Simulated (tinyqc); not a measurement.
Reverse leakage of an n+-p junction: diffusion, generation, trap-assisted and band-to-band tunnelling: two steps of the calculation.

One-sided abrupt junction in the depletion approximation, x from the junction (0) to W on the p side, field F = F0 (1 - x/W). Flat quasi-Fermi levels, long p side. Traps generate through SRH with both lifetimes shortened by 1 + Gamma (Hurkx enhancement, form for moderate fields); band-to-band generation is local and needs a total bending above Eg.

Values chosen for this exercise; band and dielectric values close to those of silicon:
- T = 350 K (temperature)
- Eg = 1.11 eV (band gap)
- Na = 6.7e17 cm^-3 (acceptor density of the lighter side)
- Nd = 5e19 cm^-3 (donor density of the heavier side)
- tau = 1e-8 s (SRH lifetime of both carriers at zero field)
- Et = 0 eV (trap level above the intrinsic level)
- Ab = 4.4e14 cm^-0.5 V^-2.5 s^-1 (band-to-band prefactor)
- Bb = 1.95e7 V/cm (band-to-band field constant)
- VR = 0.4 V (reverse bias)

Constants: q = 1.602176634e-19 C, kB = 1.380649e-23 J/K, Vt = kB T/q. Results are converted to the units shown.

Question 1. Generation rates across the layer. u = (Vbi + VR)(1 - x/W)^2, p = Na exp(-u/Vt), n = Nd exp((u - Vbi - VR)/Vt); G0 = ni^2 (1 - exp(-VR/Vt))/(tau (n + p + 2 ni cosh(Et/Vt))); Gamma = 2 sqrt(3 pi)(F/FG) exp((F/FG)^2); trap-assisted part G0 Gamma; G_bb = Ab F^2.5 exp(-Bb/F) with F in V/cm, zero unless Vbi + VR > Eg, and counted as zero under 1 cm^-3 s^-1. 15 equal steps.

ni = 3.4645172e11 cm^-3
Vbi = 1.0032219 V
W = 51.818989 nm
F0 = 541.58598 kV/cm
FG = 483.02814 kV/cm

Wanted: x; F; Gamma; G0; G0 Gamma; G_bb.

Answer 1.

```
point,x (nm),F (kV/cm),Gamma,G0 (cm^-3 s^-1),G0 Gamma (cm^-3 s^-1),G_bb (1e13 cm^-3 s^-1)
0,0.00,541.6,24.20,2.401e11,5.810e12,2.191
1,3.45,505.5,19.21,9.651e13,1.854e15,0.141
2,6.91,469.4,15.34,2.562e16,3.930e17,0.006
3,10.36,433.3,12.31,3.579e18,4.407e19,0.000
4,13.82,397.2,9.926,1.677e19,1.664e20,0.000
5,17.27,361.1,8.025,1.730e19,1.388e20,0.000
6,20.73,325.0,6.495,1.647e19,1.070e20,0.000
7,24.18,288.8,5.250,6.345e18,3.331e19,0.000
8,27.64,252.7,4.224,4.389e17,1.854e18,0.000
9,31.09,216.6,3.367,3.057e16,1.029e17,0.000
10,34.55,180.5,2.639,3.149e15,8.310e15,0.000
11,38.00,144.4,2.007,4.898e14,9.833e14,0.000
12,41.46,108.3,1.448,1.152e14,1.668e14,0.000
13,44.91,72.2,0.9387,4.097e13,3.845e13,0.000
14,48.36,36.1,0.4615,2.203e13,1.017e13,0.000
15,51.82,0.0,0,1.791e13,0,0.000
```

Question 2. Current components. 15 equal steps.

Each current is q times the trapezoid sum of its rate; J adds J_diff; J_bb under 1e-8 of the sum is given as 0.

```
point,x (nm),G0 (cm^-3 s^-1),G0 Gamma (cm^-3 s^-1),G_bb (cm^-3 s^-1)
0,0.000000,2.4005717e11,5.8096787e12,2.1912428e13
1,3.454599,9.6511146e13,1.8538787e15,1.4088308e12
2,6.909199,2.5621100e16,3.9300648e17,6.0205906e10
3,10.363798,3.5791454e18,4.4071219e19,1.5459050e9
4,13.818397,1.6768528e19,1.6644515e20,2.0786791e7
5,17.272996,1.7297621e19,1.3880722e20,1.2078055e5
6,20.727596,1.6474725e19,1.0699947e20,229.85194
7,24.182195,6.3451461e18,3.3312021e19,0
8,27.636794,4.3890886e17,1.8541433e18,0
9,31.091393,3.0571988e16,1.0294387e17,0
10,34.545993,3.1491050e15,8.3097990e15,0
11,38.000592,4.8981670e14,9.8330416e14,0
12,41.455191,1.1519331e14,1.6678495e14,0
13,44.909790,4.0965462e13,3.8452394e13,0
14,48.364390,2.2029853e13,1.0167342e13,0
15,51.818989,1.7914696e13,0,0
```

J_diff = 1.5187955e-9 A/cm^2

Give: J_SRH; J_TAT; J_bb; J.

Answer 2.

J_SRH = 3.374e-6 A/cm^2
J_TAT = 2.723e-5 A/cm^2
J_bb = 6.878e-13 A/cm^2
J = 3.061e-5 A/cm^2

Range of the model: The n+ side is degenerate, so Vbi from Boltzmann statistics is only a guide.

Program tinyqc, `OMP_NUM_THREADS=1 python tinyqc.py 2290111 2290112 out.jsonl`; Intel Xeon 2.30GHz, shared host, one thread, about 0.01 s.
